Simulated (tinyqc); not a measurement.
Charge neutrality level from zone-averaged pseudopotential bands: one step. The neutrality level. Four cases, with inputs chosen for the exercise.

Task: Energies are counted from the valence top at Gamma. E_N = (1/2) weighted mean of [E5 + (E3 + E4)/2]. Compare with half the smallest indirect gap, min(Delta/X, L)/2, and give the barrier for electrons in the limit of full pinning, min(gaps) - E_N.

Case 1.

Levels (eV):
```
kx              ky        kz  weight         E3         E4        E5        E6
0.166667  0.166667  0.166667       2  -0.299597  -0.299597  2.378664  4.893578
0.500000  0.166667  0.166667       6  -1.609759  -1.336400  2.919570  4.593851
0.500000  0.500000  0.166667       6  -2.538802  -0.992512  3.034290  4.884071
0.500000  0.500000  0.500000       1  -0.936922  -0.936922  1.547003  4.850118
0.833333  0.166667  0.166667       6  -2.948413  -2.054905  2.073383  3.625486
0.833333  0.500000  0.166667       6  -3.343370  -2.160725  4.192122  4.388490
```

gaps to Gamma, Delta/X, L (eV): [1.346116, 1.600484, 1.547003]

Case 2.

Levels (eV):
```
kx              ky        kz  weight         E3         E4        E5        E6
0.125000  0.125000  0.125000       2  -0.130375  -0.130375  1.771457  4.352773
0.375000  0.125000  0.125000       6  -0.703987  -0.693343  2.819116  3.737168
0.375000  0.375000  0.125000       6  -1.342779  -0.435045  2.651428  4.722062
0.375000  0.375000  0.375000       2  -0.630037  -0.630037  1.633893  4.888150
0.625000  0.125000  0.125000       6  -1.557297  -1.289265  2.652669  3.657934
0.625000  0.375000  0.125000      12  -2.025335  -1.090190  3.366187  4.347677
0.625000  0.375000  0.375000       6  -1.436533  -0.906186  2.390748  4.541696
0.625000  0.625000  0.125000       6  -2.460153  -1.100144  2.868763  5.377021
0.875000  0.125000  0.125000       6  -2.049671  -1.628997  2.265517  3.093171
0.875000  0.375000  0.125000      12  -2.456061  -1.713818  3.323542  4.889612
```

gaps to Gamma, Delta/X, L (eV): [0.639864, 2.000955, 1.514302]

Case 3.

Levels (eV):
```
kx              ky        kz  weight         E3         E4        E5        E6
0.125000  0.125000  0.125000       2  -0.172803  -0.172803  3.434277  5.545998
0.375000  0.125000  0.125000       6  -0.943685  -0.900935  3.968225  5.163725
0.375000  0.375000  0.125000       6  -1.787742  -0.547224  3.972528  5.721004
0.375000  0.375000  0.375000       2  -0.813455  -0.813455  2.741714  5.627775
0.625000  0.125000  0.125000       6  -2.105286  -1.742310  3.170451  4.434041
0.625000  0.375000  0.125000      12  -2.732251  -1.461683  4.470090  5.190771
0.625000  0.375000  0.375000       6  -1.828461  -1.198272  3.490986  5.241750
0.625000  0.625000  0.125000       6  -3.381278  -1.468471  3.515240  6.725869
0.875000  0.125000  0.125000       6  -2.819813  -2.186854  2.574137  3.568883
0.875000  0.375000  0.125000      12  -3.461584  -2.341322  3.967870  5.824829
```

gaps to Gamma, Delta/X, L (eV): [2.660916, 2.265593, 2.585922]

Case 4.

Levels (eV):
```
kx              ky        kz  weight         E3         E4        E5        E6
0.125000  0.125000  0.125000       2  -0.127653  -0.127653  1.834517  4.397953
0.375000  0.125000  0.125000       6  -0.686282  -0.679615  2.876606  3.793621
0.375000  0.375000  0.125000       6  -1.312229  -0.428713  2.715868  4.766930
0.375000  0.375000  0.375000       2  -0.620680  -0.620680  1.718038  4.927204
0.625000  0.125000  0.125000       6  -1.525599  -1.266957  2.727399  3.724583
0.625000  0.375000  0.125000      12  -1.982915  -1.069575  3.425845  4.402795
0.625000  0.375000  0.375000       6  -1.403724  -0.891629  2.458226  4.594899
0.625000  0.625000  0.125000       6  -2.410192  -1.081961  2.942886  5.420782
0.875000  0.125000  0.125000       6  -2.011043  -1.602213  2.350400  3.166542
0.875000  0.375000  0.125000      12  -2.407546  -1.680621  3.392133  4.944370
```

gaps to Gamma, Delta/X, L (eV): [0.732931, 2.090335, 1.600400]

Give: mean of E5; mean of (E3 + E4)/2; E_N; half the indirect gap; pinned barrier for electrons.

Result:

Case 1.

mean of E5 = 2.9489 eV
mean of (E3 + E4)/2 = -1.9441 eV
E_N = 0.5024 eV
half the indirect gap = 0.7735 eV
pinned barrier for electrons = 0.8437 eV

E_N lies at 37 % of the gap from the valence top, so pinned contacts have the lower barrier for holes. The two estimates differ by 0.27 eV; both rules are good to a few tenths of an eV only, so a position within that distance of a band edge or of mid-gap is not settled. Local form factors place the indirect gaps only to a few tenths of an eV, and E_N moves with them. Spin-orbit coupling, left out, would lift the valence top by a third of its splitting.

Case 2.

mean of E5 = 2.8278 eV
mean of (E3 + E4)/2 = -1.4382 eV
E_N = 0.6948 eV
half the indirect gap = 0.7572 eV
pinned barrier for electrons = -0.0549 eV

E_N lies above the conduction edge by 0.055 eV, since the narrow lowest valley has little weight in the zone mean. The two estimates differ by 0.06 eV; both rules are good to a few tenths of an eV only, so a position within that distance of a band edge or of mid-gap is not settled. Local form factors place the indirect gaps only to a few tenths of an eV, and E_N moves with them. Spin-orbit coupling, left out, would lift the valence top by a third of its splitting.

Case 3.

mean of E5 = 3.7150 eV
mean of (E3 + E4)/2 = -1.9482 eV
E_N = 0.8834 eV
half the indirect gap = 1.1328 eV
pinned barrier for electrons = 1.3822 eV

E_N lies at 39 % of the gap from the valence top, so pinned contacts have the lower barrier for holes. The two estimates differ by 0.25 eV; both rules are good to a few tenths of an eV only, so a position within that distance of a band edge or of mid-gap is not settled. Local form factors place the indirect gaps only to a few tenths of an eV, and E_N moves with them. Spin-orbit coupling, left out, would lift the valence top by a third of its splitting.

Case 4.

mean of E5 = 2.8961 eV
mean of (E3 + E4)/2 = -1.4100 eV
E_N = 0.7430 eV
half the indirect gap = 0.8002 eV
pinned barrier for electrons = -0.0101 eV

E_N lies above the conduction edge by 0.010 eV, since the narrow lowest valley has little weight in the zone mean. The two estimates differ by 0.06 eV; both rules are good to a few tenths of an eV only, so a position within that distance of a band edge or of mid-gap is not settled. Local form factors place the indirect gaps only to a few tenths of an eV, and E_N moves with them. Spin-orbit coupling, left out, would lift the valence top by a third of its splitting.

Computed by tinyqc, one run a case: `OMP_NUM_THREADS=1 python tinyqc.py N N+1 out.jsonl` with N = 1851132, 1851192, 1851207, 1851256; one thread of a shared Intel(R) Xeon(R) Processor @ 2.30GHz, about 0.1 s a run at most.
